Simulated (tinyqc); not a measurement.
Deep-level transient spectroscopy (DLTS) of one majority-carrier trap. From peak temperature T_p back to cross-section sigma_0. Computed by tinyqc, a small Python program. Command: `OMP_NUM_THREADS=1 python tinyqc.py 3014478 3014479 out.jsonl dlts inv`. One thread of a shared host (Intel(R) Xeon(R) Processor @ 2.30GHz), about 0.1 s of CPU time with the checks.

A filling pulse loads the traps in a one-sided junction; under reverse bias they empty at the rate e, and the capacitance relaxes as C(t) = C_0 - dC exp(-e t). The signal is S = [C(t_2) - C(t_1)]/dC.

Inputs (values chosen for the exercise, with mass and screening modelled on CdTe): density-of-states mass m = 0.0961 m_0; valleys M = 1; trap depth E_t = 0.297 eV; degeneracy ratio g = 0.5; gate time t_1 = 0.0009 s; ratio t_2/t_1 = 5; temperature T = 161 K.

Carriers: electrons. Extra term: none.

Constants: k_B = 8.617333262e-05 eV/K; k_B = 1.380649e-23 J/K; m_0 = 9.1093837015e-31 kg; h = 6.62607015e-34 J s.

Method:
- e = g sigma v N_b exp(-E/k_B T), v = sqrt(3 k_B T/m), N_b = 2 M (2 pi m k_B T/h^2)^(3/2), sigma = sigma_0, E = E_t.
- S(e) = exp(-e t_1) - exp(-e t_2) peaks at the rate window e_0 = ln(t_2/t_1)/(t_2 - t_1).
- T_p solves e(T) = e_0 (bisection between 15 and 1500 K); the half-height points solve S = S_max/2 on either side.

Question. A run gave the result below. Find the cross-section sigma_0, known to lie between 1.2e-15 and 2.2e-15 cm^2.

peak temperature T_p = 202.5058 K

Answer.

Each step takes the trial c = (a f_b - b f_a)/(f_b - f_a), f being the result less the target and a, b, c the logarithms of the listed values; c replaces end b, the old b replaces a if the sign of f changed, and otherwise f_a is halved.

Scan of the range:
```
cross-section sigma_0 (cm^2)  peak temperature T_p (K)
1.20e-15                                       206.383
1.33e-15                                       205.254
1.47e-15                                       204.166
1.62e-15                                       203.121
1.80e-15                                       201.998
1.99e-15                                       200.940
2.20e-15                                       199.893
```

False position (Illinois rule, in the logarithm of the input) inside the bracket:
```
step        end a        end b        trial  peak temperature T_p (K)
1     1.62000e-15  1.80000e-15  1.71624e-15                   202.504
2     1.62000e-15  1.71624e-15  1.71577e-15                   202.507
3     1.71624e-15  1.71577e-15  1.71600e-15                   202.506
```

Peak temperature T_p falls at every point of a 13-point scan of the range (every second point is shown), so one value fits; it is bracketed by 1.62e-15 and 1.80e-15. Answer: cross-section sigma_0 = 1.716e-15 cm^2.
